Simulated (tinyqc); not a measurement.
Comparisons within one model: ellipsoidal valleys in the axes of a wafer and a channel. A value that a table varies takes the place of the one given here.

Valleys with axes a along x, y and z, two valleys each; inverse mass tensor w = 1/mt + (1/ml - 1/mt) a a. Device axes: z = nz/|nz|, x = nx/|nx|, y = z cross x; in them a = (ax, ay, az). Confinement mass mz = 1/w_zz. In the plane w_ij is replaced by u_ij = w_ij - w_iz w_jz/w_zz (i, j = x, y); density-of-states mass md = 1/sqrt(det u); conductivity mass along x mc = 1/u_xx; ballistic transport mass mx = u_yy/det u, width mass my = 1/u_yy.

Hard walls: E_n = c (n pi/t)^2/mz, c = hbar^2/2m0, n = 1, 2, 3. Non-degenerate share of a valley proportional to md sum_n exp(-E_n/kT); mean 1/mc = sum of share/mc. 1 nm = 10 angstrom.

Constants: hbar^2/2m0 = 3.80998211 eV angstrom^2; kB = 8.617333262e-05 eV/K.

Values chosen for the exercise (near those of the Delta valleys of Si; not measured data):

| symbol | value | unit | meaning |
|---|---|---|---|
| ml | 0.882 | m0 | longitudinal mass |
| mt | 0.187 | m0 | transverse mass |
| t | 3.7 | nm | thickness of the film |
| T | 300 | K | temperature |
| nz | (1, 1, 0) |  | surface normal (confinement) |
| nx | (1, -1, 0) |  | channel direction |

## Wafer and channel orientation

For each face/channel: the lowest ladder (mz, number of valleys, md, E1, share) and the mean conductivity mass over all valleys.

Results:

| face/channel | mz | valleys | md | E1 (meV) | share | mean mc |
|---|---|---|---|---|---|---|
| (001)/[100] | 0.882 | 2 | 0.187 | 31.1 | 0.954 | 0.1904 |
| (110)/[1-10] | 0.309 | 4 | 0.316 | 89.0 | 0.936 | 0.4776 |
| (001)/[110] | 0.882 | 2 | 0.187 | 31.1 | 0.954 | 0.1904 |
| (210)/[001] | 0.506 | 2 | 0.247 | 54.3 | 0.871 | 0.1931 |
| (100)/[011] | 0.882 | 2 | 0.187 | 31.1 | 0.954 | 0.1904 |
| (113)/[1-10] | 0.526 | 2 | 0.242 | 52.2 | 0.889 | 0.1962 |
| (111)/[1-10] | 0.254 | 6 | 0.349 | 108.3 | 1.000 | 0.2905 |

The mean conductivity mass is lowest, 0.1904, for (001)/[100], (001)/[110] and (100)/[011] and highest, 0.4776, for (110)/[1-10]; the bulk value is 0.2536. The confinement energy is lowest on the face with the heaviest mz ((001), 31 meV). The density of states of the lowest ladder, valleys times md, runs between 0.374 and 2.092; a small value limits the charge through the quantum capacitance.

## Thickness of the film

Share of the lowest ladder and mean conductivity mass.

Results:

| t (nm) | lowest E1 (meV) | spread of E1 (meV) | share of the lowest ladder | mean mc |
|---|---|---|---|---|
| 2.0 | 304.6 | 198.1 | 1.000 | 0.5342 |
| 3.0 | 135.4 | 88.0 | 0.979 | 0.5145 |
| 4.0 | 76.2 | 49.5 | 0.914 | 0.4605 |
| 5.0 | 48.7 | 31.7 | 0.842 | 0.4131 |
| 7.0 | 24.9 | 16.2 | 0.753 | 0.3663 |
| 10.0 | 12.2 | 7.9 | 0.709 | 0.3469 |
| 14.0 | 6.2 | 4.0 | 0.688 | 0.3384 |

The spread falls as 1/t^2 and passes kT = 25.9 meV between t = 5 and 7 nm; the share of the lowest ladder goes from 1.000 to 0.688 and the mean mass goes from 0.5342 to 0.3384, against 0.3301 for equal shares, the limit of a thick film (the bulk value 3/(1/ml + 2/mt) is 0.2536; the two differ since axes are tilted in the x-z plane and in a quantised film no valley carries current across it; once scattering blurs the subbands the bulk value returns). Three subbands a valley become too few once E3 nears kT. In the thinnest rows E1 (305 meV) is beyond the parabolic range.

## What each parameter does

Lowest E1, its share and the mean conductivity mass. Each row changes one parameter from the base and keeps the others.

Results:

| case | lowest E1 (meV) | share | mean mc (m0) |
|---|---|---|---|
| base | 89.01 | 0.9359 | 0.4776 |
| ml = 0.97 m0 | 87.60 | 0.9387 | 0.5127 |
| mt = 0.206 m0 | 82.24 | 0.9189 | 0.4801 |
| t = 4.07 nm | 73.57 | 0.9083 | 0.4567 |
| T = 330 K | 89.01 | 0.9226 | 0.4673 |

The largest shifts from the base row, up to three for each result and ties (the steps differ in size, so this ranks the rows, not the parameters). lowest E1 (meV): t -15.45, mt -6.77, ml -1.41; unchanged at the printed digits by T. share: t -0.0276, mt -0.0170, T -0.0133. mean mc (m0): ml +0.0350, t -0.0209, T -0.0104.

Program tinyqc; command `OMP_NUM_THREADS=1 python tinyqc.py 1850687 1850688 out.jsonl`; about 0.01 s on one thread of a shared Intel(R) Xeon(R) Processor @ 2.30GHz.
